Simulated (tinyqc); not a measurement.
Raman line shape of confined optical phonons and breathing modes of small crystals: one step, computed by the program tinyqc. Command: `OMP_NUM_THREADS=1 python tinyqc.py 3024756 3024757 out.jsonl confine walk`. One thread of a shared host (Intel(R) Xeon(R) Processor @ 2.30GHz), about 0.02 s of CPU time with the checks.

Confinement in 3 direction(s) lets phonons with q away from zero scatter light. q is in units of 2 pi/a, from 0 to 1, and the branch is isotropic: omega(q)^2 = (omega_0^2 + omega_X^2)/2 + ((omega_0^2 - omega_X^2)/2) cos(pi q). The model and its constant beta are phenomenological; beta = 8 is the common choice.

Question. Range of wave vectors. Weight W(q) = q^2 exp(-(2 L q/a)^2/(2 beta)) dq, that is exp(-k^2 L^2/(2 beta pi^2)) for k = 2 pi q/a. Width q_c = a sqrt(2 beta)/(2 L), where the exponential falls to 1/e; curvature of the branch: omega(q) = omega_0 - c q^2, c = pi^2 (omega_0^2 - omega_X^2)/(8 omega_0); for small q_c the mean of q^2 is (number of confined directions) q_c^2/2, and the mean shift is -c times that.

Inputs (values chosen for the exercise, modelled on silicon):
```
quantity                                value      unit
bulk frequency omega_0                    521      1/cm
frequency at the zone boundary omega_X    431      1/cm
lattice constant a                      5.431  angstrom
size L                                    9.6        nm
confinement constant beta                   8         -
```

Shape: sphere.

Give: q_c; curvature c; mean shift, quadratic estimate; omega(q_c) - omega_0.

Answer.

q_c = 0.1131 2 pi/a

curvature c = 202.9 1/cm

mean shift, quadratic estimate = -3.896 1/cm

omega(q_c) - omega_0 = -2.576 1/cm
